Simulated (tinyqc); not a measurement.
From results back to parameters: pi bands of a honeycomb layer in tight binding. Four cases, with inputs chosen for the exercise.

Problem. With nearest hopping t, overlap s0 of neighbours and w the size of the sum of the three phase factors, the levels are -t w/(1 + s0 w) and t w/(1 - s0 w). The levels at Gamma (w = 3) come from hidden t and s0.

Case 1.

levels at Gamma (eV): lower -6.14404, upper 12.27886

Case 2.

levels at Gamma (eV): lower -6.37833, upper 10.34076

Case 3.

levels at Gamma (eV): lower -7.44490, upper 11.76774

Case 4.

levels at Gamma (eV): lower -6.50735, upper 13.82812

Find: t, s0; difference at M (w = 1).

Solution. The reciprocals of the sizes add to 2/(3t) and differ by 2 s0/t.

Case 1.

t, s0: 2.730  0.111

difference at M (w = 1) = 5.528 eV

Case 2.

t, s0: 2.630  0.079

difference at M (w = 1) = 5.293 eV

Case 3.

t, s0: 3.040  0.075

difference at M (w = 1) = 6.114 eV

Case 4.

t, s0: 2.950  0.120

difference at M (w = 1) = 5.986 eV

Computed by tinyqc, one run a case: `OMP_NUM_THREADS=1 python tinyqc.py N N+1 out.jsonl` with N = 1481379, 1481436, 1481454, 1481482; one thread of a shared Intel(R) Xeon(R) Processor @ 2.30GHz, about 0.01 s a run at most.
